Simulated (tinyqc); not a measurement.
# Scale length and length offset from two DIBL values

Inverse problem. DIBL = exp(-Le/(2 l)) + 2 exp(-Le/l) with Le = L - dL. Find l, dL and the drawn length for a DIBL of 100 mV/V.

DIBL at drawn lengths 61 and 110 nm (mV/V): [140.37868, 17.957921]

Solution. With e = exp(-Le/(2 l)), 2 e^2 + e = DIBL gives e and so Le/l at each length; Le/l is a straight line in L with slope 1/l.

l = 13.0 nm
dL = 4.60 nm
length for 100 mV/V = 68.6 nm

Numbers from tinyqc (`OMP_NUM_THREADS=1 python tinyqc.py 2002059 2002060 out.jsonl`; about 0.01 s on one thread of a shared Intel Xeon 2.30GHz).
